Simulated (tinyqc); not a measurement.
Five-level k.p model folded onto the conduction band: one step. Loewdin series. Four cases, with inputs chosen for the exercise.

Problem. Give each order and the partial sums, counted from Eg.

Expanding E = H_cc + S(E) about Eg in powers of k^2, with s_n = sum_j H_cj^2/(Eg - H_jj)^n: order k^2: e2 = (1 + Cm) c0 k^2 + s1; order k^4: e4 = -s2 e2; order k^6: e6 = s3 e2^2 + s2^2 e2.

Case 1.

Values chosen (out of a larger set: near those of ZnSe; not measured data): Eg = 2.844 eV (gap at Gamma to the s-like level).

H (eV), rows c, lh, so, G8 up, G7 up and columns alike:
$$\begin{pmatrix}
2.7095838 & 1.0930738 & 0.7729199 & 0.2640024 & 0.1866779 \\
1.0930738 & 0 & 0 & 0 & 0 \\
0.7729199 & 0 & -0.3970000 & 0 & 0 \\
0.2640024 & 0 & 0 & 7.5000000 & 0 \\
0.1866779 & 0 & 0 & 0 & 7.3900000
\end{pmatrix}$$

Case 2.

Values chosen (out of a larger set: near those of CdTe; not measured data): Eg = 1.565 eV (gap at Gamma to the s-like level).

H (eV), rows c, lh, so, G8 up, G7 up and columns alike:
$$\begin{pmatrix}
1.5705054 & 0.5904887 & 0.4175385 & 0.1766279 & 0.1248948 \\
0.5904887 & 0 & 0 & 0 & 0 \\
0.4175385 & 0 & -0.8950000 & 0 & 0 \\
0.1766279 & 0 & 0 & 5.6100000 & 0 \\
0.1248948 & 0 & 0 & 0 & 5.3200000
\end{pmatrix}$$

Case 3.

Values chosen (out of a larger set: near those of ZnSe; not measured data): Eg = 2.9 eV (gap at Gamma to the s-like level).

H (eV), rows c, lh, so, G8 up, G7 up and columns alike:
$$\begin{pmatrix}
2.7878532 & 1.1600698 & 0.8202932 & 0.3100417 & 0.2192326 \\
1.1600698 & 0 & 0 & 0 & 0 \\
0.8202932 & 0 & -0.3800000 & 0 & 0 \\
0.3100417 & 0 & 0 & 7.3900000 & 0 \\
0.2192326 & 0 & 0 & 0 & 7.2900000
\end{pmatrix}$$

Case 4.

Values chosen (out of a larger set: near those of CdTe; not measured data): Eg = 1.604 eV (gap at Gamma to the s-like level).

H (eV), rows c, lh, so, G8 up, G7 up and columns alike:
$$\begin{pmatrix}
1.6064757 & 0.3917844 & 0.2770334 & 0.0952768 & 0.0673709 \\
0.3917844 & 0 & 0 & 0 & 0 \\
0.2770334 & 0 & -0.8700000 & 0 & 0 \\
0.0952768 & 0 & 0 & 5.5400000 & 0 \\
0.0673709 & 0 & 0 & 0 & 5.2300000
\end{pmatrix}$$

Give: s1 (eV), s2 (no unit), s3 (1/eV); (1 + Cm) c0 k^2 is H_cc - Eg; e2, e4, e6; partial sums.

Solution.

Case 1.

s1 (eV), s2 (no unit), s3 (1/eV); (1 + Cm) c0 k^2 is H_cc - Eg: [0.58181, 0.20950, 0.06843]

e2, e4, e6 (eV): [0.44739, -0.09373, 0.03333]

partial sums (eV): [0.44739, 0.35367, 0.38700]

The exact value is 0.37700 eV; the errors of the partial sums are +70.39, -23.33 and +10.00 meV.

Case 2.

s1 (eV), s2 (no unit), s3 (1/eV); (1 + Cm) c0 k^2 is H_cc - Eg: [0.28180, 0.17418, 0.10191]

e2, e4, e6 (eV): [0.28730, -0.05004, 0.01713]

partial sums (eV): [0.28730, 0.23726, 0.25439]

The exact value is 0.24936 eV; the errors of the partial sums are +37.95, -12.10 and +5.03 meV.

Case 3.

s1 (eV), s2 (no unit), s3 (1/eV); (1 + Cm) c0 k^2 is H_cc - Eg: [0.63685, 0.22983, 0.07262]

e2, e4, e6 (eV): [0.52470, -0.12059, 0.04771]

partial sums (eV): [0.52470, 0.40411, 0.45182]

The exact value is 0.43640 eV; the errors of the partial sums are +88.30, -32.29 and +15.42 meV.

Case 4.

s1 (eV), s2 (no unit), s3 (1/eV); (1 + Cm) c0 k^2 is H_cc - Eg: [0.12316, 0.07313, 0.04202]

e2, e4, e6 (eV): [0.12563, -0.00919, 0.00134]

partial sums (eV): [0.12563, 0.11645, 0.11778]

The exact value is 0.11758 eV; the errors of the partial sums are +8.06, -1.13 and +0.20 meV.

Computed by tinyqc, one run a case: `OMP_NUM_THREADS=1 python tinyqc.py N N+1 out.jsonl` with N = 1081313, 1081488, 1081520, 1081594; one thread of a shared Intel(R) Xeon(R) Processor @ 2.30GHz, about 0.01 s a run at most.
